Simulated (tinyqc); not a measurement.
Coupled modes against carrier density: single-oscillator infrared dielectric function of a polar cubic crystal. Computed by tinyqc, a small Python program. Command: `OMP_NUM_THREADS=1 python tinyqc.py 3008855 3008856 out.jsonl infrared walk`. One thread of a shared host (Intel(R) Xeon(R) Processor @ 2.30GHz), about 0.01 s of CPU time with the checks.

One ion pair, charges +Z* and -Z*, in a cell of volume Omega = a^3/4. Frequencies omega are given as wavenumbers (1/cm); eps_s is the static dielectric constant.

Inputs (values chosen for the exercise, for a model crystal):
```
quantity            value      unit
lattice constant a    4.6  angstrom
mass M_A              107         u
mass M_B             14.2         u
omega_TO             96.8      1/cm
Born charge Z*       1.33         e
eps_inf              6.75         -
carrier mass m*      0.33       m_0
```

Structure: rock salt. Free carriers: present.

Constants: nu for 1 eV/(angstrom^2 u) = 15.6333042 THz; 1 THz = 33.35640952 1/cm; e^2/(4 pi eps_0) = 14.39964548 eV angstrom; e = 1.602176634e-19 C; eps_0 = 8.8541878128e-12 F/m; m_0 = 9.1093837015e-31 kg; c = 299792458 m/s.

Method:
- mu = M_A M_B/(M_A + M_B); ionic plasma term W^2 = 4 pi Z*^2 (e^2/(4 pi eps_0))/(Omega mu) in eV/(angstrom^2 u), turned into 1/cm by W = 15.6333042 x 33.35640952 x sqrt(W^2); omega_LO^2 = omega_TO^2 + W^2/eps_inf; eps_s = eps_inf + W^2/omega_TO^2; Szigeti charge 3 Z*/(eps_inf + 2); longitudinal (Callen) charge Z*/eps_inf.
- Without damping eps(omega) = 0 gives omega^4 - (omega_LO^2 + omega_p^2) omega^2 + omega_p^2 omega_TO^2 = 0, with roots L- and L+.
- omega_p^2 = N e^2/(eps_0 eps_inf m*), divided by 2 pi c; the limits are omega_p sqrt(eps_inf/eps_s) for L- at small N and omega_p for L+ at large N.

omega_LO = 227.246 1/cm

eps_s = 37.2003

Frequencies (1/cm):
```
N (1/cm^3)  omega_p      L-      L+  omega_p sqrt(eps_inf/eps_s)
1.00e+16       20.1   8.521   228.0                         8.55
3.00e+16       34.8  14.665   229.4                        14.81
1.00e+17       63.5  26.197   234.5                        27.03
3.00e+17      109.9  42.766   248.8                        46.82
1.00e+18      200.7  65.630   296.0                        85.48
3.00e+18      347.6  82.675   407.0                       148.05
1.00e+19      634.6  91.994   667.7                       270.31
3.00e+19     1099.1  95.137  1118.3                       468.19
```

L+ starts at 228.0 (omega_LO = 227.2) and L- ends at 95.1 (omega_TO = 96.8); neither enters the band between omega_TO and omega_LO. omega_p passes omega_LO between N = 1e18 and 3e18 per cm^3, where the modes repel each other. At the lowest N, L- is 0.997 of the plasmon screened by eps_s.

Extremes, crossings and ranges named in words are read from the listed rows.
